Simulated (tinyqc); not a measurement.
Inside a calculation. Method: bound state in one dimension: Numerov shooting, finite differences, DVR. Computed by tinyqc, a small Python program that keeps every step. Settings: points = 64. Command: `OMP_NUM_THREADS=1 python tinyqc.py 28069 28070 out.jsonl` (the two numbers bound the seeds that draw the settings). One thread of a shared host (Intel(R) Xeon(R) Processor @ 2.60GHz), about 0.01 s of CPU time with the checks.

## Numerov steps at E = 0.1

One particle of mass 1 in V = 0.84^2 x^2/2 + 0 x^4 (atomic units), psi = 0 at both ends:
```
parameter                 value
left end              -4.500000
right end              4.500000
intervals                    64
h                      0.140625
state sought (nodes)          1
```

k_i = 2 m (E - V_i); (1 + h^2 k_(i+1)/12) y_(i+1) = 2 (1 - 5 h^2 k_i/12) y_i - (1 + h^2 k_(i-1)/12) y_(i-1), from y_0 = 0, y_1 = 0.001.

Points along the way:
```
i           x         V           k         y
0   -4.500000  7.144200  -14.088400  0.000000
1   -4.359375  6.704664  -13.209329  0.001000
2   -4.218750  6.279082  -12.358164  0.002264
3   -4.078125  5.867453  -11.534907  0.004088
4   -3.937500  5.469778  -10.739556  0.006857
5   -3.796875  5.086056   -9.972113  0.011099
21  -1.546875  0.844188   -1.488375  2.365020
22  -1.406250  0.697676   -1.195352  2.897587
23  -1.265625  0.565117   -0.930235  3.498397
24  -1.125000  0.446512   -0.693025  4.163299
25  -0.984375  0.341861   -0.483722  4.885006
26  -0.843750  0.251163   -0.302327  5.653225
```

## Bisection on the node count

With more sign changes than the state has nodes (the last point included) the energy is too high, else too low; the bracket starts as 0.1 to 12.

Trials:
```
trial           E  sign changes  y at the right end   next
1      6.05000000             7           -1.10e-02  lower
2      3.07500000             4            3.47e-01  lower
3      1.58750000             2            3.44e+01  lower
4      0.84375000             1           -5.11e+02  raise
5      1.21562500             1           -2.10e+01  raise
6      1.40156250             2            3.38e+01  lower
7      1.30859375             2            1.66e+01  lower
8      1.26210938             2            8.51e-01  lower
9      1.23886719             1           -9.23e+00  raise
10     1.25048828             1           -3.99e+00  raise
11     1.25629883             1           -1.52e+00  raise
12     1.25920410             1           -3.24e-01  raise
13     1.26065674             2            2.67e-01  lower
14     1.25993042             1           -2.77e-02  raise
...           ...           ...                 ...    ...
29     1.25999858             2            2.09e-06  lower
30     1.25999857             1           -2.42e-06  raise
31     1.25999857             1           -1.65e-07  raise
```

eigenvalue = 1.25999857 hartree

## The same grid by other methods

Three-point finite differences and the sine-DVR kinetic matrix of Colbert and Miller on the same points.

Lowest levels (hartree):
```
state  finite differences       DVR
0                0.419564  0.420000
1                1.257821  1.260005
2                2.094390  2.100073
3                2.929716  2.940665
```
